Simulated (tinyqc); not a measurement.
Comparisons within one model: type-II superlattice in the two-band Kane model. A value that a table varies takes the place of the one given here.

Motion along the axis, period d = a + b, c = hbar^2/2m0. Conduction and light-hole bands couple: (E - Ec)(E - Ev) = Ep c k^2 in each layer, with mass m(E) = (E - Ev)/Ep, which may be negative. The conduction envelope psi and psi'/m(E) are continuous; a layer carries them by [[cos kt, (m/k) sin kt], [-(k/m) sin kt, cos kt]] (cosh and sinh for k^2 < 0), and cos(q d) = tr(M_B M_A)/2. C1 is the first miniband above EvB, with its bottom at tr/2 = +1 and its top at -1; the gap is the bottom of C1 less the top heavy-hole level HH1.

Heavy holes are uncoupled: with e = EvB - E, p = sqrt(mhB e/c), w = sqrt(mhA (EvB - EvA - e)/c), the top level HH1 at q = 0 solves (p/mhB) tan(p b/2) = (w/mhA) tanh(w a/2).

Constants: hbar^2/2m0 = 3.80998211 eV angstrom^2; hc = 1239.841984 eV nm.

Inputs chosen for the exercise (near those of an InAs/GaSb superlattice; shifted at random, so the results belong to these values and not to a real crystal):
- b = 47 angstrom (layer B)
- EcA = 0 eV (conduction edge of A)
- EvA = -0.421 eV (valence edge of A)
- EcB = 0.969 eV (conduction edge of B)
- EvB = 0.171 eV (valence edge of B)
- EpA = 14.3 eV (coupling energy in A)
- EpB = 17.7 eV (coupling energy in B)
- mhA = 0.34 m0 (heavy hole in A)
- mhB = 0.25 m0 (heavy hole in B)
- As = (19, 30, 36, 43, 53, 67, 74) angstrom (widths of layer A)
- a = 52 angstrom (layer A)

## Width of layer A

Bottom of C1 (tr/2 = +1, above EvB), HH1, the gap and hc/gap; widths at which C1 no longer starts above EvB are left out.

Results:
```
a (angstrom)  C1 (eV)  HH1 (eV)  gap (meV)  cut-off (micrometre)
19             0.5359    0.1281      407.8                  3.04
30             0.3799    0.1277      252.2                  4.92
36             0.3212    0.1276      193.6                  6.40
43             0.2682    0.1276      140.6                  8.82
53             0.2122    0.1276       84.6                 14.66
```

From a = 19 to 53 angstrom C1 falls by 324 meV while HH1 moves by -0.5 meV, so layer A tunes the gap, from 408 to 85 meV. The cut-off shifts by 0.171 micrometre per angstrom at the thin end and 0.584 at the thick end: long wavelengths need tight control of the thickness.

## One band or two

Bottom of C1. One band: (k/mA) tan(k a/2) = (kappa/mB) tanh(kappa b/2) with the edge masses (Ec - Ev)/Ep and barrier EcB - EcA. Second row: mA replaced by m(E). The last column is measured against two bands.

Results:
```
model                  C1 (eV)  gap (meV)  error (meV)
one band, edge masses   0.1939       66.3        -23.1
m(E) in A only          0.1695       41.9        -47.5
two bands               0.2170       89.4          0.0
```

mA = 0.0294 m0
mB = 0.0451 m0

With edge masses C1 errs by -23 meV, 26 % of the gap. The heavier m(E) in A changes it by -24 meV; the treatment of B changes it by +48 meV, since C1 lies 46 meV above the valence edge of B, where its mass is 0.0026 instead of 0.0451.

## What each parameter does

Bottom and width of C1, HH1 and the gap. Each row changes one parameter from the base and keeps the others.

Results:
```
case             C1 (eV)  width (meV)  HH1 (eV)  gap (meV)
base              0.2170         36.9    0.1276       89.4
a = 49 angstrom   0.2324         38.3    0.1276      104.7
b = 44 angstrom   0.2143         40.7    0.1228       91.4
EvB = 0.151 eV    0.2153         34.3    0.1079      107.4
EcB = 1.019 eV    0.2198         34.3    0.1276       92.2
EvA = -0.451 eV   0.2122         36.1    0.1272       85.1
EpA = 15.4 eV     0.2246         38.8    0.1276       97.0
mhB = 0.29 m0     0.2170         36.9    0.1315       85.5
```

The largest shifts from the base row, up to three for each result and ties (the steps differ in size, so this ranks the rows, not the parameters). C1 (eV): a +0.0153, EpA +0.0076, EvA -0.0048; unchanged at the printed digits by mhB. width (meV): b +3.8, EvB -2.6, EcB -2.6; unchanged at the printed digits by mhB. HH1 (eV): EvB -0.0197, b -0.0048, mhB +0.0039; unchanged at the printed digits by a, EcB and EpA. gap (meV): EvB +18.0, a +15.3, EpA +7.6.

(tinyqc, `OMP_NUM_THREADS=1 python tinyqc.py 1282023 1282024 out.jsonl`, Intel(R) Xeon(R) Processor @ 2.30GHz, 1 thread, shared host, about 0.08 s.)
